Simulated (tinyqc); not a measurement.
Placement within one cell: pair of shallow donors (hydrogen-like orbitals).

Each donor has the orbital exp(-r/a); energy unit Ha* = q/(eps a), q = e^2/(4 pi eps0), so that a lone donor is bound by Ha*/2; x = R/a. One electron: S = (1 + x + x^2/3) exp(-x), j = 1/x - (1 + 1/x) exp(-2x), k = (1 + x) exp(-x); levels E(+/-) = -1/2 - (j +/- k)/(1 +/- S) in Ha*, without the repulsion of the ions, split by D = |E(-) - E(+)|. In six valleys the overlaps S and k are multiplied by v = [cos(K Rx) + cos(K Ry) + cos(K Rz)]/3, K = k0 (2 pi/a_lat), for isotropic envelopes and the symmetric valley state.

Two electrons, Heitler-London: with S' = (1 - x + x^2/3) exp(x), C = 1/x - exp(-2x)(1/x + 11/8 + 3x/4 + x^2/6), X = (1/5){exp(-2x)(25/8 - 23x/4 - 3x^2 - x^3/3) + (6/x)[S^2 (0.5772157 + ln x) + S'^2 Ei(-4x) - 2 S S' Ei(-2x)]}, Q = C - 2j + 1/x and A = X - 2 S k + S^2/x, the singlet and triplet lie at (Q +/- w A)/(1 +/- w S^2) from two lone donors, with the valley weight w = v^2; the exchange is J = triplet - singlet.

Constants: e^2/(4 pi eps0) = 14.39964547 eV angstrom.

Inputs chosen for the exercise (near those of two donors in Si; the results hold for these values, not for the real material):
```
symbol  value                                                                                                                                                           unit        meaning
a       19.4                                                                                                                                                            angstrom    orbital radius
eps     11.4                                                                                                                                                                        dielectric constant
a_lat   5.431                                                                                                                                                           angstrom    lattice constant
k0      0.858                                                                                                                                                           2 pi/a_lat  valley position
sites   ((10, 0, 0), (10.25, 0.25, 0.25), (10.5, 0.5, 0), (10, 0.5, 0.5), (9.75, 0.25, -0.25), (10.75, 0.25, -0.25), (10, 1, 0), (10.25, 0.75, -0.25), (11, 0.5, 0.5))  a_lat       positions of the second donor
```

D and J for each site, and for v = 1.

Results:
```
site                  R (angstrom)       v  D (meV)  J (micro-eV)  J for v = 1
(10, 0, 0)                    54.3   0.375     4.67           910     6.64e+03
(10.25, 0.25, 0.25)           55.7   0.239     2.84           341     6.07e+03
(10.5, 0.5, 0)                57.1   0.365     4.21           728     5.54e+03
(10, 0.5, 0.5)                54.4  -0.894     12.4      5.21e+03     6.58e+03
(9.75, 0.25, -0.25)           53.0  -0.074    0.933          38.2     7.22e+03
(10.75, 0.25, -0.25)          58.4   0.203     2.22           206     5.08e+03
(10, 1, 0)                    54.6   0.250     3.07           400     6.52e+03
(10.25, 0.75, -0.25)          55.8  -0.041    0.481          9.94     6.02e+03
(11, 0.5, 0.5)                59.9  -0.910     10.4      3.80e+03     4.61e+03
```

Over these sites the envelope alone changes J by a factor 1.57, and the valley factor v^2 by 491; J runs from 9.94 at (10.25, 0.75, -0.25) to 5.21e+03 micro-eV at (10, 0.5, 0.5). Moves of less than one lattice constant change the phases of the valleys along each axis that moves, so the placement must be exact to the site.

tinyqc: `OMP_NUM_THREADS=1 python tinyqc.py 1251048 1251049 out.jsonl`; about 0.01 s, one thread, shared Intel(R) Xeon(R) Processor @ 2.30GHz.
